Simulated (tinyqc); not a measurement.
Two-dimensional dopant profile at a mask edge: lateral junction, overlap and effective channel length: one step, computed by the program tinyqc.

Ions enter for y < 0; the mask (spacer, then gate) covers y > 0. x is the depth. The surface reflects dopant during the anneal.

Task: Junction contour. Widths s_x^2 = (vertical straggle)^2 + 2 D t, s_y^2 = (lateral straggle)^2 + 2 D t. C(x, y) = V(x) (1/2) erfc(y/(sqrt2 s_y)), V(x) = Q/(sqrt(2 pi) s_x) [exp(-(x - R_p)^2/(2 s_x^2)) + exp(-(x + R_p)^2/(2 s_x^2))]; 1 nm = 1e-7 cm. The lateral junction at depth x solves C = C_B: y_j(x) = sqrt2 s_y erfc^-1(2 C_B/V(x)). Depths are 0, 0.15, 0.3, 0.45, 0.6, 0.75, 0.9 and 0.97 of x_j.

Inputs (values chosen for the exercise, modelled on a source-drain extension in silicon): dose Q = 2.1e+15 1/cm^2; projected range R_p = 16 nm; channel doping C_B = 3e+17 1/cm^3.

vertical junction x_j = 51.02980 nm

s_x = 8.718371 nm

s_y = 8.075271 nm

Give: Contour.

Result:

Contour:
```
x/x_j  x (nm)  V (1/cm^3)   y_j (nm)
0.00      0.0    3.57e+20   2.54e+01
0.15      7.7    6.32e+20   2.67e+01
0.30     15.3    9.59e+20   2.76e+01
0.45     23.0    6.99e+20   2.69e+01
0.60     30.6    2.36e+20   2.44e+01
0.75     38.3    3.68e+19   1.94e+01
0.90     45.9    2.66e+18   9.78e+00
0.97     49.5    5.98e+17  -3.08e-02
```

The contour reaches furthest, 27.62 nm, at x/x_j = 0.3 among these rows, below the surface, where punch-through would start. It crosses the mask edge where V = 2 C_B. Caution: the peak exceeds usual solubilities, so part of the dose is inactive and diffusion is concentration dependent.
